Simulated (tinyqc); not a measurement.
Random telegraph noise from one oxide trap in a small MOSFET: time constants and noise against gate voltage.

An acceptor-like trap exchanges electrons with the channel. Inversion charge Q = Cox u, u = n Vt W0(exp((Vg - VT)/(n Vt))), W0 the Lambert function, n = nf, Cox = eps0 eox/tox; linear regime Id = (W/L) mu Q Vd. Relative to threshold the surface potential rises by Vt ln(u/u0) and the oxide voltage by the rest of Vg - VT, with u0 = n Vt W0(1).

N = Cox u/q; dpsi = Vt ln(u/u0); E = E0 - dpsi - (xt/tox)(Vg - VT - dpsi); capture time tc = 1/[(N/zi) vth s0 exp(-xt/lt - EB/Vt)]; emission time te = tc exp(-E/Vt); occupancy te/(tc + te). A = W L; threshold step dV = q (1 - xt/tox)/(Cox A); gm/Id = 1/(u + n Vt); relative step dI/I = (gm/Id) dV + asc mu/A. fc = (1/tc + 1/te)/(2 pi); rms = (dI/I) sqrt(tc te)/(tc + te).

Inputs (values chosen for the exercise); values of the order met in silicon transistors: temperature T = 250 K; relative permittivity of the gate insulator (close to silicon dioxide) eox = 3.9; insulator thickness tox = 2.6 nm; depth of the trap from the channel interface xt = 1.1 nm; trap level above the channel Fermi level at threshold E0 = 0.19 eV; capture prefactor s0 = 8e-17 cm^2; capture barrier (lattice relaxation) EB = 0.18 eV; tunnelling decay length lt = 0.14 nm; thermal velocity vth = 2.1e7 cm/s; thickness of the inversion layer zi = 1.8 nm; threshold voltage VT = 0.54 V; body factor nf = 1.19; gate width W = 140 nm; gate length L = 90 nm; mobility mu = 280 cm^2/(V s); scattering coefficient of the charged trap asc = 0 V s; drain voltage Vd = 0.1 V.

Constants: q = 1.602176634e-19 C, kB = 1.380649e-23 J/K, Vt = kB T/q, eps0 = 8.8541878128e-14 F/cm where lengths are in cm. Results are converted to the units shown.

Time constants and noise against gate voltage:
```
Vg (V)    E (eV)    tc (s)    te (s)  occupancy  dI/I (%)  fc (Hz)  rms dI/I (%)
0.66      0.1168  0.001609  7.106e-6   0.004398    0.4848  2.250e4       0.03208
0.72     0.08596  0.001037  1.917e-5    0.01816    0.3396     8456       0.04534
0.78     0.05660  7.522e-4  5.438e-5    0.06742    0.2576     3138       0.06458
0.84     0.02811  5.859e-4  1.590e-4     0.2134    0.2061     1273       0.08443
0.9     1.887e-4  4.779e-4  4.738e-4     0.4978    0.1711    668.9       0.08555
0.96    -0.02733  4.026e-4  0.001431     0.7805    0.1460    506.5       0.06042
1.02    -0.05455  3.473e-4  0.004369     0.9264    0.1271    494.7       0.03319
1.08    -0.08155  3.050e-4   0.01343     0.9778    0.1124    533.7       0.01656
1.14     -0.1084  2.717e-4   0.04157     0.9935    0.1007    589.5      0.008092
```

tc falls from 0.00161 to 2.72e-4 s as the channel fills and te rises from 7.11e-6 to 0.0416 s; they are equal at Vg = 0.900 V, where E = 0. The rms noise goes from 0.0321 through a maximum of 0.0856 (at Vg = 0.9 V among the rows listed) to 0.00809 %. The slope -Vt d ln(tc/te)/dVg is 0.514 between the first two rows and 0.447 between the last two; it tends to xt/tox = 0.423 only when the surface potential stops moving.

Range of the model: VT is taken as given; short-channel effects and the uneven flow of current among few electrons are left out.

tinyqc, about 0.01 s, one thread, Intel Xeon 2.30GHz (shared host): `OMP_NUM_THREADS=1 python tinyqc.py 2710003 2710004 out.jsonl`
